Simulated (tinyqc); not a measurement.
Gain of the pnp from the holding current.

Question. On state with both base-emitter voltages at Von: npn base current Ib = (Von/Rs + bp Von/Rw)/(bn bp - 1), holding current Ih = (bn + 1) Ib + Von/Rs. Find bp.

Inputs (values chosen for the exercise):

| symbol | value | unit | meaning |
|---|---|---|---|
| bn | 4.9 |  | current gain of the npn |
| Rs | 1400 | ohm | substrate resistance shunting the npn |
| Rw | 1100 | ohm | well resistance shunting the pnp |
| Von | 0.71 | V | base-emitter voltage in the on state |

Ih = 1.7985551 mA

Answer. Ih gives Ib, and Ib (bn bp - 1) = Von/Rs + bp Von/Rw is linear in bp.

bp = 1.700

Program tinyqc, `OMP_NUM_THREADS=1 python tinyqc.py 2670028 2670029 out.jsonl`; Intel Xeon 2.30GHz, shared host, one thread, about 0.04 s.
